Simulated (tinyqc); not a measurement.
Worked calculation: Landau levels of a parabolic two-dimensional band. Values are carried at full precision from step to step, so a last printed digit may differ when a step is redone from the rounded ones.

In a field B along z: l = 1/sqrt((e/hbar) B) is the magnetic length, n_B = B/(h/e) the number of states per area in one level, hbar wc = 2 muB B/m for mass m in m0; 1/angstrom^2 = 1e16/cm^2.

Constants: e/hbar = 1.519267448e-05 1/(T angstrom^2); h/e = 413566.7697 T angstrom^2; hbar^2/2m0 = 3.80998211 eV angstrom^2; muB = 5.788381798e-05 eV/T; e^2/h = 3.874045865e-05 S.

Inputs chosen for the exercise (near those of a two-dimensional electron gas in GaN; the results hold for these values, not for the real material):
- B = 12.4 T (magnetic field)
- n = 8.7 x 1e11/cm^2 (electron sheet density)
- m = 0.2044 m0 (mass)
- gs = 1.91 (g factor)
- gv = 1 (valleys)

## Scales set by the field

Give l, n_B and the filling factor nu = n/n_B.

l = 72.86 angstrom
n_B = 2.9983 x 1e11/cm^2
nu = 2.902

## The lowest levels

E(N, s) = (N + 1/2) hbar wc + s gs muB B with s = +/-1/2.

List the eight lowest, in meV, with the gap to the next.

Levels:
```
label  E (meV)  gap above (meV)
0-       2.826            1.371
0+       4.197            5.652
1-       9.849            1.371
1+      11.220            5.652
2-      16.872            1.371
2+      18.243            5.652
3-      23.895            1.371
3+      25.266            5.652
```

The largest of these gaps, 5.65 meV, first occurs above level 0+ and is kB T at 66 K.

## Where EF lies

Each listed level takes n_B electrons. At zero temperature and without broadening EF sits in the partly filled level.

Fill the listed levels in order up to nu; give the partly filled level, its energy and its filled share.

level: 1-

EF = 9.849 meV
filled share = 0.902

## Fields of the Hall plateaus

A plateau is centred where nu = n/n_B equals 1, 2, 3, 4, 5, 6; there rho_xy = h/(nu e^2).

Plateaus:
```
nu   B (T)  1/B (1/T)  rho_xy (kohm)
1   35.980     0.0278        25.8128
2   17.990     0.0556        12.9064
3   11.993     0.0834         8.6043
4    8.995     0.1112         6.4532
5    7.196     0.1390         5.1626
6    5.997     0.1668         4.3021
```

These counts hold wherever the levels are resolved.

## Checks

- Level spacing from finite differences in the Landau gauge against hbar wc, meV: both 7.02.

Run: tinyqc, `OMP_NUM_THREADS=1 python tinyqc.py 1281164 1281165 out.jsonl`; Intel(R) Xeon(R) Processor @ 2.30GHz, one thread, shared host; about 0.01 s of CPU time with all checks.
